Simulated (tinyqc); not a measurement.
Ion-assisted plasma etching: sheath, surface coverage, synergy and aspect-ratio dependence: one step, computed by the program tinyqc.

Radicals adsorb on bare sites; ions remove covered sites with a high yield and bare sites by sputtering; a slow spontaneous reaction acts everywhere, walls included.

Problem. Open-field etch rate. Steady coverage: s G_n (1 - theta) = x Y G_i theta; removal flux = Y G_i theta + Y_p G_i (1 - theta) + k_c G_n; rate = flux/N, 1 cm/s = 6e8 nm/min. Lateral rate = k_c G_n/N; anisotropy = 1 - lateral/vertical; synergy = vertical/(ions alone + radicals alone), with ions alone Y_p G_i/N and radicals alone the lateral rate.

Inputs (values chosen for the exercise, close to those used for silicon dioxide in a fluorocarbon plasma):

| quantity | value | unit |
|---|---|---|
| gas temperature T_g | 500 | K |
| sticking coefficient s | 0.67 | - |
| radicals per removed unit x | 4 | - |
| spontaneous reaction probability k_c | 5.2e-06 | - |
| solid density N | 2.2e+22 | 1/cm^3 |

Feature: long trench.

yield Y = 2.975262

sputter yield Y_p = 0.2392188

ion flux G_i = 1.363144e+16 1/(cm^2 s)

radical flux G_n = 3.545594e+17 1/(cm^2 s)

Give: coverage theta; vertical rate; lateral rate; anisotropy; synergy.

Solution.

coverage theta = 0.5942

vertical rate = 693.4 nm/min

lateral rate = 0.05028 nm/min

anisotropy = 0.9999

synergy = 7.792

Ions and radicals both limit the rate.
